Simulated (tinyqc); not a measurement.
Abrupt p-n junction, non-linear Poisson equation by Newton steps: course of the Newton iteration.

One dimension, p side on the left, n side on the right; net doping C = -Na for x < 0 and +Nd for x > 0. The potential psi is counted from the intrinsic level, and the quasi-Fermi potentials are flat: 0 for holes and -V for electrons, so n = ni exp((psi + V)/Vt) and p = ni exp(-psi/Vt) (Boltzmann statistics, full ionisation, no current).

a_i = eps0 eps_r/h_i for the interval from node i to i + 1, with h_i = x_(i+1) - x_i in cm.

Start: The parabolas of an abrupt Na-Nd junction in the depletion approximation: psi_p + q Na (x + xp)^2/(2 eps0 eps_r) for -xp < x < 0, psi_n - q Nd (xn - x)^2/(2 eps0 eps_r) for 0 < x < xn, flat outside, with W = sqrt(2 eps0 eps_r (psi_n - psi_p)(1/Na + 1/Nd)/q), xp = W Nd/(Na + Nd), xn = W Na/(Na + Nd), psi_p = -Vt ln(Na/ni), psi_n = Vt ln(Nd/ni) - V.

n_i = ni exp((psi_i + V)/Vt), p_i = ni exp(-psi_i/Vt), rho_i = p_i - n_i + C_i, g_i = (n_i + p_i)/Vt. Box widths w_i = (h_(i-1) + h_i)/2 in cm. Residual F_i = a_i (psi_(i+1) - psi_i) - a_(i-1) (psi_i - psi_(i-1)) + q rho_i w_i; Jacobian: a_(i-1) and a_i beside the diagonal, b_i = -a_(i-1) - a_i - q g_i w_i on it. The two end nodes are fixed.

Solve the tridiagonal system a_(i-1) d_(i-1) + b_i d_i + a_i d_(i+1) = -F_i for nodes 1 to 11, with d = 0 on fixed nodes. Each component d is damped to sign(d) Vt ln(1 + |d|/Vt) before it is added.

Stop when the largest undamped |d| is below 1e-9 V, or after 80 iterations.

Parameters, values chosen for the exercise; band and dielectric values close to those of cadmium telluride:
- T = 300 K (temperature)
- Eg = 1.52 eV (band gap)
- eps_r = 10.1 (relative permittivity)
- Nc = 8.02e17 cm^-3 (conduction-band density of states at T)
- Nv = 1.8e19 cm^-3 (valence-band density of states at T)
- Na = 4e15 cm^-3 (acceptor density of the p side)
- Nd = 3.6e17 cm^-3 (donor density of the n side)
- V = 0 V (bias of the p side against the n side)

Constants: q = 1.602176634e-19 C, kB = 1.380649e-23 J/K, Vt = kB T/q, eps0 = 8.8541878128e-14 F/cm where lengths are in cm. Results are converted to the units shown.

| node | x (nm) | net doping C (cm^-3) |
|---|---|---|
| 0 | -1310 | -4e15 |
| 1 | -475 | -4e15 |
| 2 | -170 | -4e15 |
| 3 | -58.1 | -4e15 |
| 4 | -17.5 | -4e15 |
| 5 | -2.7 | -4e15 |
| 6 | 2.7 | 3.6e17 |
| 7 | 8.83 | 3.6e17 |
| 8 | 15.8 | 3.6e17 |
| 9 | 23.7 | 3.6e17 |
| 10 | 32.6 | 3.6e17 |
| 11 | 42.7 | 3.6e17 |
| 12 | 54.2 | 3.6e17 |

ni = 6.49061e5 cm^-3

Course of the iteration:

| iteration | largest \|F\| (C/cm^2) | largest \|d\| (V) | at node |
|---|---|---|---|
| 1 | 2.56e-8 | 0.0676 | 1 |
| 2 | 1.14e-8 | 0.0141 | 4 |
| 3 | 3.59e-9 | 4.99e-3 | 4 |
| 4 | 4.52e-10 | 6.26e-4 | 4 |
| 5 | 6.67e-12 | 9.87e-6 | 4 |
| 6 | 1.10e-15 | 2.36e-9 | 4 |
| 7 | < 1e-20 | < 1e-14 | 4 |

Did this iteration meet its convergence test, and what does its course show?

Yes. Converged in 7 iterations. Once the step is below 0.1 Vt, 3 more iteration(s) reach the threshold: near the solution the error is roughly squared each time.

Range of the model: The donor density exceeds a fifth of the band density of states, where Boltzmann statistics begin to fail.

Numbers from tinyqc (`OMP_NUM_THREADS=1 python tinyqc.py 2000119 2000120 out.jsonl`; about 0.02 s on one thread of a shared Intel Xeon 2.30GHz).
